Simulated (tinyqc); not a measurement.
Interdiffusion of a quantum well during annealing: blurred potential and shift of the confined levels. From electron level before the anneal back to conduction offset V_c. Computed by tinyqc, a small Python program. Command: `OMP_NUM_THREADS=1 python tinyqc.py 3030031 3030032 out.jsonl qwi inv`. One thread of a shared host (Intel(R) Xeon(R) Processor @ 2.30GHz), about 0.02 s of CPU time with the checks.

A square well of width w is blurred by Fick diffusion with a constant coefficient; band offsets are linear in composition, masses are uniform, and strain and excitons are ignored.

Inputs (values chosen for the exercise, modelled on GaAs in AlGaAs):
```
quantity             value  unit
well width w             6    nm
electron mass m_e   0.0685   m_0
hole mass m_h        0.385   m_0
valence offset V_v    0.14    eV
```

Constants: hbar^2/(2 m_0) = 3.80998212 eV angstrom^2.

Method. Square well, ground state: take the lowest root of k tan(k w/2) = kappa, k^2 = E/c, kappa^2 = (V - E)/c, c = hbar^2/(2m) with hbar^2/(2 m_0) in eV angstrom^2.

Question. A run gave the result below. Find the conduction offset V_c, known to lie between 0.15 and 0.42 eV.

electron level before the anneal = 64.36521 meV

Answer.

Each step takes the trial c = (a f_b - b f_a)/(f_b - f_a), f being the result less the target and a, b, c the logarithms of the listed values; c replaces end b, the old b replaces a if the sign of f changed, and otherwise f_a is halved.

Scan of the range:
```
conduction offset V_c (eV)  electron level before the anneal (meV)
0.150                                                      53.5220
0.178                                                      57.6183
0.211                                                      61.7204
0.251                                                      65.9151
0.298                                                      70.0469
0.354                                                      74.1548
0.420                                                      78.1764
```

False position (Illinois rule, in the logarithm of the input) inside the bracket:
```
step     end a     end b     trial  electron level before the anneal (meV)
1     0.211000  0.251000  0.235406                                 64.3658
2     0.211000  0.235406  0.235394                                 64.3646
3     0.235406  0.235394  0.235400                                 64.3652
```

Electron level before the anneal rises at every point of a 13-point scan of the range (every second point is shown), so one value fits; it is bracketed by 0.211 and 0.251. Answer: conduction offset V_c = 0.2354 eV.

Caution: the well mass is used in the barriers too; a heavier barrier mass would lower these levels.
